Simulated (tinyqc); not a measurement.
# Undoped symmetric double-gate MOSFET, analytic potential model, step by step

tinyqc, about 0.03 s, one thread, Intel Xeon 2.30GHz (shared host): `OMP_NUM_THREADS=1 python tinyqc.py 2440158 2440159 out.jsonl` Printed values are rounded.

An undoped body of thickness ts between two equal insulators and tied gates; long channel, electrons only, n = ni exp((psi - V)/Vt) with V the quasi-Fermi potential (0 at the source, Vd at the drain), constant mobility, no quantisation. Across the body psi(x) = V - 2 Vt ln[(ts/(2 beta)) sqrt(q ni/(2 eps0 eps_r Vt)) cos(2 beta x/ts)], x from the centre. Q is the electron charge per area of the whole body.

Inputs (values chosen for the exercise); material values those of a made-up semiconductor:
- T = 273 K (temperature)
- Eg = 1.2 eV (band gap)
- eps_r = 9.88 (relative permittivity of the semiconductor)
- Nc = 2.98e19 cm^-3 (conduction-band density of states at T)
- Nv = 2.67e19 cm^-3 (valence-band density of states at T)
- eox = 3.96 (relative permittivity of the gate insulator)
- tox = 0.9 nm (insulator thickness)
- ts = 15 nm (body thickness)
- dphi = 0.19 V (gate work function less that of the intrinsic body)
- mu = 200 cm^2/(V s) (channel mobility)
- L = 0.1 um (gate length)
- Vg = 0.9 V (gate voltage)
- Vd = 0.5 V (drain voltage)

Constants: q = 1.602176634e-19 C, kB = 1.380649e-23 J/K, Vt = kB T/q, eps0 = 8.8541878128e-14 F/cm where lengths are in cm. Results are converted to the units shown.

Range of the model: The surface density at the source passes 0.3 Nc, where Boltzmann statistics fail. mu V/L, with V the smaller of Vd and Vg - V0, passes 3e6 cm/s, so velocity saturation, left out here, would lower the current.

## Constants of the body

ni = sqrt(Nc Nv) exp(-Eg/(2 Vt)), Eg in volts; r = eps_r tox/(eox ts); V0 = dphi + 2 Vt ln[(2/ts) sqrt(2 eps0 eps_r Vt/(q ni))].

ni = 2.36553e8 cm^-3
r = 0.149697
V0 = 0.692998 V

## Iteration 1: beta at the source by Newton steps

beta at the start = 1.5

With V = 0: f = ln(beta) - ln(cos beta) + 2 r beta tan(beta) - (Vg - V0)/(2 Vt); f' = 1/beta + tan(beta) + 2 r [tan(beta) + beta/cos^2(beta)]; beta(new) = beta - f/f'.

f = 4.98751
f' = 108.741
beta after iteration 1 = 1.45413

## Iteration 2: beta at the source by Newton steps

As before.

f = 1.84043
f' = 43.9086
beta after iteration 2 = 1.41222

## Course of the iteration: beta at the source by Newton steps

Stop when beta changes by less than 1e-11, or after 40 iterations. beta must stay between 0 and pi/2.

Course of the iteration:
```
iteration     beta  |change|
1          1.45413    0.0459
2          1.41222    0.0419
3          1.39534    0.0169
4          1.39371   1.64e-3
5          1.39369   1.28e-5
6          1.39369  7.74e-10
7          1.39369         0
```

Converged in 7 iterations. At the end the number of correct digits about doubles with each step.

## Charges and drain current

beta_s = 1.39369
beta_d = 0.00197479

beta (between 0 and pi/2) solves (Vg - V0 - V)/(2 Vt) = ln(beta) - ln(cos beta) + 2 r beta tan(beta). Q = 8 eps0 eps_r Vt beta tan(beta)/ts; I = mu (1/L)(4 eps0 eps_r/ts)(2 Vt)^2 [g(beta_s) - g(beta_d)] per width, g = beta tan(beta) - beta^2/2 + r beta^2 tan^2(beta), with beta_s at V = 0 and beta_d at V = Vd.

Qs = 854.681 nC/cm^2
Qd = 4.28036e-4 nC/cm^2
g(beta_s) = 15.8927
g(beta_d) = 1.94990e-6
I = 164.147 uA/um

The term r beta^2 tan^2(beta), which gives the square law, makes up 57.1 % of g at the source.

## Potential and electron density across the body at the source

x/ts, point 0 to 6: 0  0.1  0.2  0.3  0.4  0.45  0.5

psi(x) as above with V = 0 and beta = beta_s; n = ni exp(psi/Vt).

```
point   psi (V)   n (cm^-3)
0      0.518617  8.87099e17
1      0.520469  9.59756e17
2      0.526341  1.23189e18
3      0.537440  1.97453e18
4      0.557221  4.57757e18
5      0.573537  9.15895e18
6      0.600309  2.85799e19
```

The density at the surface is 32.2 times that at the centre (1/cos^2 beta). It reaches 0.96 Nc, where Boltzmann statistics overestimate it.
